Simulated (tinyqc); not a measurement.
Strain dependence: valley-orbit splitting of a donor ground state, with strain. Computed by tinyqc, a small Python program. Command: `OMP_NUM_THREADS=1 python tinyqc.py 3019755 3019756 out.jsonl valleyorbit walk`. One thread of a shared host (Intel(R) Xeon(R) Processor @ 2.30GHz), about 0.01 s of CPU time with the checks.

The basis is the 1s envelope in each valley; energies are counted from the unstrained conduction-band edge. The strain is e_s (a a^T - 1/3) for the unit stress axis a, so valley j along n_j moves by Xi_u e_s w_j with w_j = (n_j.a)^2 - 1/3: +1/6 for x and y, -1/3 for z. The splitting at the zone boundary that a [110] shear adds for <100> valleys is left out.

Inputs (values chosen for the exercise, for a model many-valley semiconductor):
```
quantity,value,unit
single-valley binding energy E_0,19.2,meV
central-cell shift Lambda,7.32,meV
coupling Delta_1,2.4,meV
coupling Delta_2,0.825,meV
shear deformation potential Xi_u,9.06,eV
shear strain e_s,-0.00029,-
```

Valleys: six along <100>. Stress axis: [110].

Method:
- By symmetry: E(A1) = E_0 + Lambda + 4 Delta_1 + Delta_2 (one state), E(T2) = E_0 + Lambda - Delta_2 (three), E(E) = E_0 + Lambda - 2 Delta_1 + Delta_2 (two), as binding energies.
- H_jj = -(E_0 + Lambda) + Xi_u e_s w_j; H_jk = -Delta_2 between opposite valleys and -Delta_1 between perpendicular ones.
- The contact hyperfine ratio is A/A_0 = (sum_j c_j)^2/(number of valleys), c_j the valley amplitudes of the ground state; binding from the lowest valley edge.

E(A1) = 36.945 meV

Against strain:
```
e_s,Xi_u e_s (w_max - w_min) (meV),binding (meV),gap to next level (meV),A/A_0
-0.002300,-10.41900,34.733,9.038,0.93818
-0.000870,-3.94110,35.848,10.153,0.98658
-0.000290,-1.31370,36.533,10.838,0.99827
-0.000087,-0.39411,36.816,11.121,0.99984
0.000087,0.39411,36.685,10.990,0.99983
0.000290,1.31370,36.097,10.402,0.99804
0.000870,3.94110,34.576,8.881,0.98099
0.002300,10.41900,31.882,6.187,0.87184
```

What does the comparison show, and why?

A/A_0 falls for either sign of strain, to 0.938 and 0.872 at the ends; its limits are the shares of the valleys that end up lowest, 4/6 under compression and 2/6 under tension. Near zero strain A/A_0 changes in second order, the binding in first. The binding energy drops from 36.95 meV to 34.73 and 31.88 meV, since fewer valleys share the valley-orbit gain.

Extremes, crossings and ranges named in words are read from the listed rows.
